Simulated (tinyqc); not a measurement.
# Electroplating on a thin resistive seed layer: kinetics, Wagner number and the terminal effect across a wafer, step by step

A worked calculation. Computed by tinyqc, a small Python program that keeps every step. Command: `OMP_NUM_THREADS=1 python tinyqc.py 3120424 3120425 out.jsonl terminal walk`. One thread of a shared host (Intel(R) Xeon(R) Processor @ 2.30GHz), about 0.02 s of CPU time with the checks. Intermediate numbers are printed to about 5 digits and carried at full precision; extremes and crossings named in words are read from the listed rows.

Current enters the seed at the rim. The bath is treated as a local resistance per area (no lateral flow in the liquid), two electrons per ion, molar volume 7.11 cm^3/mol, Faraday constant F = e N_A, kinematic viscosity 0.01 cm^2/s, omega = 2 pi x rpm/60; k_B T/e is in volts.

Inputs (values chosen for the exercise, of the order of those for copper plating from an acid sulfate bath):
```
quantity                               value         unit
wafer radius R                            10           cm
seed thickness t                          24           nm
seed resistivity                          18  microohm cm
bath conductivity kappa                 0.12         S/cm
gap to the anode h                        11           cm
extra resistance of a porous plate         0     ohm cm^2
exchange current density i_0             1.5      mA/cm^2
cathodic transfer coefficient alpha     0.82            -
mean current density                      18      mA/cm^2
diffusivity of the metal ion         5.1e-06       cm^2/s
metal ion concentration                 0.54        mol/L
rotation rate                            200          rpm
temperature T                            298            K
```

Constants: e = 1.602176634e-19 C; N_A = 6.02214076e+23 1/mol; k_B = 8.617333262e-05 eV/K.

## Rate, limit and resistances

Growth rate = i V_m/(2 F). Levich limit i_L = 0.62 x 2 F D^(2/3) omega^(1/2) nu^(-1/6) c. Tafel overpotential eta = (k_B T/(alpha e)) ln(i/i_0); kinetic resistance k_B T/(alpha e i); bath resistance h/kappa + plate; R_s = resistivity/t; Wagner number = kinetic resistance x kappa/R.

growth rate = 397.93 nm/min

limiting current i_L = 188.74 mA/cm^2

overpotential = 77.819 mV

kinetic resistance = 1.7398 ohm cm^2

bath resistance R_b = 91.667 ohm cm^2

sheet resistance R_s = 7.5 ohm/square

Wagner number = 0.020878

## Linear estimate of the terminal effect

Linearised: with R_t = kinetic + bath resistance the current density obeys (1/r)(r i')' = i R_s/R_t, so i = A I_0(r/l), l = sqrt(R_t/R_s); with x = R/l, edge/centre = I_0(x) and edge/mean = x I_0(x)/(2 I_1(x)). Voltage drop in the seed for a uniform current: i R_s R^2/4.

length l = 3.5291 cm

x = R/l = 2.8336

edge over centre, linear = 4.2700

edge over mean, linear = 1.7779

drop for uniform current = 3375 mV

## Current distribution

Full model: seed potential phi(r) with (1/r)(r phi')' = R_s i, where i solves phi = R_b i + (k_B T/(alpha e)) ln(i/i_0) (phi being the driving voltage left at r); phi'(0) = 0 and phi'(R) = R_s i_mean R/2. Solved by collocation to a tolerance of 1e-7.

Across the wafer:
```
r/R   i (mA/cm^2)  i/mean  i/mean, linear
0.00        7.545  0.4192          0.4164
0.20        8.148  0.4527          0.4505
0.40       10.115  0.5620          0.5612
0.60       13.956  0.7754          0.7762
0.75       18.645  1.0359          1.0371
0.90       25.626  1.4237          1.4237
1.00       32.045  1.7803          1.7779
```

edge over centre, full model = 4.2471

The full model gives 4.25 against 4.27 from the linear form; the kinetic resistance, which the linear form holds fixed, is a small part of R_t here.

## As the film thickens, and with more bath resistance

The film is taken as uniform, with the seed resistivity; the last column adds 100 ohm cm^2 to R_b. Extra power of that plate = i^2 x 100 ohm cm^2 x area.

Edge over centre:
```
thickness (nm)  R_s (ohm/square)  as given  with 100 ohm cm^2 more
24                         7.500    4.2471                  2.2303
36                         5.000    2.8525                  1.7583
48                         3.750    2.2831                  1.5466
72                         2.500    1.7891                  1.3502
120                        1.500    1.4435                  1.2035
240                        0.750    1.2110                  1.0993
480                        0.375    1.1029                  1.0491
```

extra power = 10.179 W

The ratio falls below 1.1 in none of these rows as given, and from 240 nm on with the added resistance: what counts is R_s R^2 against the sum of kinetic and bath resistance.

Checks made by the program: mean of the distribution (relative difference 2e-07).
